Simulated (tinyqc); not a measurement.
# Resistance of a tapered via with liner, size effect and interface: effects of single changes

A round via whose diameter grows from db at the bottom as D(z) = db + 2 z/tan(ang). The fill, of diameter D - 2 tl, starts above the bottom liner (thickness fb tl) and has rho = rho0 (1 + ks lam/(D - 2 tl)); the sidewall liner conducts in parallel with it. The bottom liner and the interface are crossed over the full area pi db^2/4. Spreading in the lines above and below is left out.

Parameters, values chosen for the exercise; fill metal close to tungsten: diameter at the bottom db = 10 nm; height hv = 23 nm; sidewall angle ang = 86 degrees; bulk resistivity of the fill rho0 = 5.25 uohm cm; mean free path of the fill lam = 15.6 nm; size-effect factor ks = 1.6; liner on the sidewall tl = 2 nm; liner at the bottom over that on the sidewall fb = 0.5; resistivity of the liner rl = 320 uohm cm; interface resistivity at the bottom ri = 1.3e-12 ohm cm^2; ballistic conductance per area, about 3/(4 rho0 lam) Sb = 9.1e14 S/m^2; bulk resistivity of the second fill (close to cobalt) rho2 = 6.03 uohm cm; its mean free path lam2 = 11.8 nm; its liner tl2 = 1.8 nm.

Each table varies one quantity; the others keep the values above.

## Via resistance against the diameter at the bottom

Slices between z0 = fb tl and hv, evaluated at their midpoints: conductance per length pi/4 [(D - 2 tl)^2/rho + (D^2 - (D - 2 tl)^2)/rl], slice resistance = slice height over that. 2000 slices. R_fill = sum of the slices; R_bottom = rl fb tl/(pi db^2/4); R_interface = ri/(pi db^2/4); ballistic (Sharvin) limit 1/(Sb pi (db - 2 tl)^2/4); ideal cylinder rho0 hv/(pi db^2/4).

Via resistance against the diameter at the bottom:
columns A: db (nm); B: R_fill (ohm); C: R_bottom (ohm); D: R_interface (ohm); E: R (ohm); F: ballistic limit (ohm); G: R over ideal cylinder; H: largest part
```
A         B       C        D       E       F      G             H
6     704.2   113.2    4.598   822.0   349.8  19.25          fill
8.3   203.7   59.14    2.403   265.2   75.67  11.88          fill
11    74.20   33.67    1.368   109.2   28.55  8.597          fill
16    21.97   15.92   0.6466   38.53   9.716  6.416          fill
22    8.553   8.418   0.3420   17.31   4.318  5.450          fill
30    3.632   4.527   0.1839   8.343   2.070  4.884  bottom liner
42    1.516   2.310  0.09383   3.920  0.9690  4.497  bottom liner
58   0.6853   1.211  0.04920   1.946  0.4798  4.257  bottom liner
80   0.3215  0.6366  0.02586  0.9839  0.2422  4.096  bottom liner
```

What does the comparison show?

R falls from 822 to 0.984 ohm. The fill is the largest part at db = 6, the bottom liner from 30 on. R goes as db^(-3.49) between the first two rows and db^(-2.12) between the last two; area alone gives -2. For db = 22, 30, 42, 58, 80 the ballistic limit exceeds half of R_fill, so the diffusive model understates R.

## Via resistance against the interface resistivity at the bottom

Same model as above.

2000 slices.

The same in every row: R_fill (ohm) = 103.41; R_bottom (ohm) = 40.744; ballistic limit (ohm) = 38.866.

Result of one run:
```
ri (ohm cm^2)  R_interface (ohm)  R (ohm)  R over ideal cylinder  largest part
3e-11                     38.197   182.35                 11.861          fill
```

What becomes of these results when the interface resistivity at the bottom ri is changed from 3e-11 to 1e-11 ohm cm^2, all else the same?

Result of the changed run:
```
ri (ohm cm^2)  R_interface (ohm)  R (ohm)  R over ideal cylinder  largest part
1e-11                     12.732   156.88                 10.204          fill
```

The whole series:
```
ri (ohm cm^2)  R_interface (ohm)  R (ohm)  R over ideal cylinder  largest part
2e-13                    0.25465   144.41                 9.3927          fill
5e-13                    0.63662   144.79                 9.4175          fill
1e-12                     1.2732   145.42                 9.4589          fill
2e-12                     2.5465   146.70                 9.5417          fill
6e-12                     7.6394   151.79                 9.8730          fill
1e-11                     12.732   156.88                 10.204          fill
3e-11                     38.197   182.35                 11.861          fill
```

R rises from 144 to 182 ohm. The fill is the largest part at ri = 2e-13 and in all other rows. The share of the two bottom terms goes from 28.4 to 43.3 %.

## Two fill metals against the diameter

2000 slices. R_fill = sum of the slices; R_bottom = rl fb tl/(pi db^2/4); R_interface = ri/(pi db^2/4). The second fill has rho2, lam2 and tl2 in place of rho0, lam and tl.

Two fill metals against the diameter:
```
db (nm)  R, first fill (ohm)  R, second fill (ohm)  ratio second/first
6                      822.0                 648.6              0.7891
8.5                    245.1                 203.3              0.8297
12                     84.71                 74.33              0.8775
17                     32.92                 29.98              0.9106
24                     14.05                 13.08              0.9312
35                     5.880                 5.556              0.9450
49                     2.799                 2.666              0.9527
70                     1.304                 1.249              0.9579
100                   0.6172                0.5933              0.9613
```

Read the table: what changes, and by how much?

The ratio goes from 0.789 to 0.961. The second fill gives the lower R in every row. Ratios within a few per cent of 1 are a tie, given that ballistic terms are left out.

Numbers from tinyqc (`OMP_NUM_THREADS=1 python tinyqc.py 2750022 2750023 out.jsonl`; about 0.01 s on one thread of a shared Intel Xeon 2.30GHz).
